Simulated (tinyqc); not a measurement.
Channel length: inversion-layer mobility, back-scattering and ballistic limit of a field-effect transistor. Computed by tinyqc, a small Python program. Command: `OMP_NUM_THREADS=1 python tinyqc.py 3009402 3009403 out.jsonl mos walk`. One thread of a shared host (Intel(R) Xeon(R) Processor @ 2.30GHz), about 0.01 s of CPU time with the checks.

The charge at the top of the source barrier is fixed by the gate; series resistance and short-channel effects are left out. F_j are Fermi integrals normalised to exp(eta) in the classical limit.

Inputs (values chosen for the exercise, modelled on a 4H-SiC n-channel):
```
quantity,value,unit
transport mass m,0.3,m_0
valley degeneracy g_v,3,-
weight w of the inversion charge,0.5,-
permittivity eps,9.7,-
"phonon mobility at 1 MV/cm and 300 K, mu_ph",82,cm^2/(V s)
"roughness mobility at 1 MV/cm, mu_sr",68,cm^2/(V s)
"Coulomb mobility at N_inv = 1e12/cm^2, mu_C",34,cm^2/(V s)
electrical oxide thickness t_inv,1,nm
depletion charge N_dep,4.5e+11,1/cm^2
gate overdrive V_G - V_T,0.44,V
drain voltage V_D,0.98,V
exponent a of the critical length,0.79,-
temperature T,400,K
```

Statistics at the top of the barrier: Fermi-Dirac.

Constants: eps_0 = 8.8541878128e-12 F/m; e = 1.602176634e-19 C; m_0 = 9.1093837015e-31 kg; k_B = 1.380649e-23 J/K; hbar = 1.054571817e-34 J s; k_B = 8.617333262e-05 eV/K.

Method:
- N_inv = 3.9 eps_0 (V_G - V_T)/(e t_inv); effective field E_eff = e (N_dep + w N_inv)/(eps eps_0).
- mu_phonon = mu_ph (E_eff/1 MV/cm)^(-0.3) (T/300 K)^(-1.75); mu_rough = mu_sr (E_eff/1 MV/cm)^(-2); mu_Coulomb = mu_C (N_inv/1e12 cm^-2) (T/300 K); Matthiessen's rule adds 1/mu.
- F_j(eta) = (1/Gamma(j + 1)) int_0^infinity x^j/(1 + exp(x - eta)) dx, F_0 = ln(1 + exp(eta)). Integrals over x = E/(k_B T) use 160 Gauss-Legendre points in u = sqrt(x) from 0 to sqrt(max(eta, 0) + 32).
- Ballistic channel: N_2D = g_v m k_B T/(pi hbar^2), U = e V_D/(k_B T); eta_F solves N_inv = (N_2D/2)[F_0(eta_F) + F_0(eta_F - U)]; v_T = sqrt(2 k_B T/(pi m)); I/W = e (N_2D/2) v_T [F_1/2(eta_F) - F_1/2(eta_F - U)]; injection velocity v_T F_1/2(eta_F)/F_0(eta_F).
- Mean free path lambda = (2 k_B T/e)(mu/v_T) F_0(eta_0)/F_-1/2(eta_0), with eta_0 from N_inv = N_2D F_0(eta_0); critical length l = L (1 + U)^(-a), an empirical rule; back-scattering r = l/(l + lambda). Then eta solves N_inv = (N_2D/2)[(1 + r) F_0(eta) + (1 - r) F_0(eta - U)] and I/W = e (N_2D/2) v_T (1 - r)[F_1/2(eta) - F_1/2(eta - U)].
- The last column is the long-channel law e N_inv mu V/L with V = V_D - V_D^2/(2 V_ov) below pinch-off and V_ov/2 above, V_ov = V_G - V_T.

inversion density N_inv = 9.48322e+12 1/cm^2

effective mobility mu = 27.6990 cm^2/(V s)

ballistic current I/W = 2108.18 microampere/micrometre

Currents (microampere/micrometre):
```
L (nm),r,I/W,ballistic ratio,long-channel law
5,0.15102,1516.8,0.71948,1851.8
10,0.26241,1183.9,0.56158,925.9
20,0.41573,822.4,0.39010,462.9
40,0.58730,510.4,0.24209,231.5
80,0.74000,290.1,0.13761,115.7
160,0.85058,155.7,0.07385,57.9
400,0.93434,65.1,0.03090,23.1
1000,0.97266,26.5,0.01259,9.3
```

What follows from these numbers?

The current scales as L^-0.98 at the long end and as L^-0.36 at the short end, where it reaches 72 % of the ballistic 2110. At 1000 nm the model gives 2.87 times the long-channel law; the rule for l is a fit for short devices and fails wherever the model exceeds that law. Raising mu by 10 % at 20 nm raises I by 5.9 %.
